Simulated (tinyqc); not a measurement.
## Biaxially strained (001) channel, valley splitting in an inversion layer: effect of the temperature

A thin layer grown on a relaxed buffer is stretched in the plane. The two valleys with their long axis along the growth direction (D2) sink against the four in-plane ones (D4); confinement in a triangular well splits them too. Only the lowest subband of each set is kept; one relaxation time, so the weakening of intervalley scattering is left out.

e_par = b1 x, e_perp = -2 (c12/c11) e_par, splitting D = Xu (e_par - e_perp), in-plane stress (c11 + c12 - 2 c12^2/c11) e_par. Levels E(m) = 2.33811 (hbar^2 q^2 F^2/(2 m))^(1/3): E2 = E(ml), E4 = E(mt) + D; N2 = 2 mt kB T/(pi hbar^2), N4 = 4 sqrt(mt ml) kB T/(pi hbar^2). EF solves Ns = N2 ln(1 + exp((EF - E2)/Vt)) + N4 ln(1 + exp((EF - E4)/Vt)); f2 is the share in D2, and 1/mc = f2/mt + (1 - f2)(1/mt + 1/ml)/2. The gain is mc(x = 0)/mc.

Inputs (values chosen for the exercise); values close to those of silicon on relaxed silicon-germanium:
```
symbol   value   unit                                meaning
x         0.21         germanium share of the relaxed buffer
b1      0.0418                   lattice mismatch per unit x
c11        163    GPa                       elastic constant
c12       62.9    GPa                       elastic constant
Xu        8.98     eV            shear deformation potential
ml        0.89     m0                      longitudinal mass
mt        0.19     m0                        transverse mass
F          1.2  MV/cm                        confining field
Ns      1.2e12  cm^-2                      inversion density
```

Constants: q = 1.602176634e-19 C, kB = 1.380649e-23 J/K, hbar = 1.054571817e-34 J s, m0 = 9.1093837015e-31 kg, Vt = kB T/q, hbar^2/(2 m0) = 0.0380998212 eV nm^2. Results are converted to the units shown.

The same in every row: D (meV) = 139.7.

Results:

| T (K) | f2 without strain | f2 | mc (m0) | gain |
|---|---|---|---|---|
| 150 | 0.9998 | 1.000 | 0.1900 | 1.000 |
| 240 | 0.9920 | 1.000 | 0.1900 | 1.003 |
| 285 | 0.9789 | 0.9999 | 0.1900 | 1.008 |
| 330 | 0.9576 | 0.9997 | 0.1900 | 1.017 |
| 375 | 0.9290 | 0.9990 | 0.1901 | 1.028 |
| 420 | 0.8951 | 0.9975 | 0.1902 | 1.042 |
| 465 | 0.8580 | 0.9949 | 0.1904 | 1.057 |

Estimate the missing row, T = 195 K.

Computed row:

| T (K) | f2 without strain | f2 | mc (m0) | gain |
|---|---|---|---|---|
| 195 | 0.9981 | 1.000 | 0.1900 | 1.001 |

With this row back in the table: As T goes from 150 to 465 K, f2 falls from 1.00 to 0.995 (without strain: it falls from 1.00 to 0.858) and the gain rises from 1.00 to 1.06.

Computed by the program tinyqc: `OMP_NUM_THREADS=1 python tinyqc.py 2530115 2530116 out.jsonl`, one thread of a shared Intel Xeon 2.30GHz, about 0.01 s for the whole run.
